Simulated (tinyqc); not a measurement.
Bound state in one dimension: Numerov shooting, finite differences, DVR, step by step. Computed by tinyqc, a small Python program that keeps every step. Settings: points = 64. Command: `OMP_NUM_THREADS=1 python tinyqc.py 29551 29552 out.jsonl` (the two numbers bound the seeds that draw the settings). One thread of a shared host (Intel(R) Xeon(R) Processor @ 2.60GHz), about 0.01 s of CPU time with the checks.

## Numerov steps at E = 0.1

One particle of mass 1 in V = 5.1 (x^2 - 2.15^2)^2 / 2.15^4 (atomic units), psi = 0 at both ends:
```
parameter,value
left end,-3.400000
right end,3.400000
intervals,64
h,0.106250
state sought (nodes),0
```

k_i = 2 m (E - V_i); (1 + h^2 k_(i+1)/12) y_(i+1) = 2 (1 - 5 h^2 k_i/12) y_i - (1 + h^2 k_(i-1)/12) y_(i-1), from y_0 = 0, y_1 = 0.001.

Points along the way:
```
i,x,V,k,y
0,-3.40000,11.48742,-22.77483,0.00000
1,-3.29375,9.25284,-18.30567,0.00100
2,-3.18750,7.31928,-14.43856,0.00220
3,-3.08125,5.66448,-11.12896,0.00376
4,-2.97500,4.26690,-8.33379,0.00579
5,-2.86875,3.10573,-6.01145,0.00835
21,-1.16875,2.53119,-4.86238,0.10710
22,-1.06250,2.91314,-5.62628,0.12944
23,-0.95625,3.28183,-6.36366,0.16007
24,-0.85000,3.63033,-7.06065,0.20231
25,-0.74375,3.95242,-7.70485,0.26084
26,-0.63750,4.24265,-8.28529,0.34229
```

## Bisection on the node count

With more sign changes than the state has nodes (the last point included) the energy is too high, else too low; the bracket starts as 0.1 to 12.

Trials:
```
trial,E,sign changes,y at the right end,next
1,6.0500000,5,-9.17e-03,lower
2,3.0750000,2,1.45e+00,lower
3,1.5875000,2,1.48e+00,lower
4,0.8437500,0,1.35e+02,raise
5,1.2156250,0,7.76e+00,raise
6,1.4015625,0,1.15e-01,raise
7,1.4945313,2,2.85e-01,lower
8,1.4480469,2,1.51e-02,lower
9,1.4248047,0,1.01e-02,raise
10,1.4364258,2,2.92e-05,lower
11,1.4306152,0,1.79e-03,raise
12,1.4335205,0,1.07e-04,raise
13,1.4349731,1,-1.30e-04,lower
14,1.4342468,1,-6.16e-05,lower
...,...,...,...,...
29,1.4339280,1,-4.32e-09,lower
30,1.4339280,1,-1.84e-09,lower
31,1.4339280,1,-6.05e-10,lower
```

eigenvalue = 1.4339280 hartree

## The same grid by other methods

Three-point finite differences and the sine-DVR kinetic matrix of Colbert and Miller on the same points.

Lowest levels (hartree):
```
state,finite differences,DVR
0,1.43134,1.43394
1,1.43373,1.43631
2,3.93008,3.93875
```
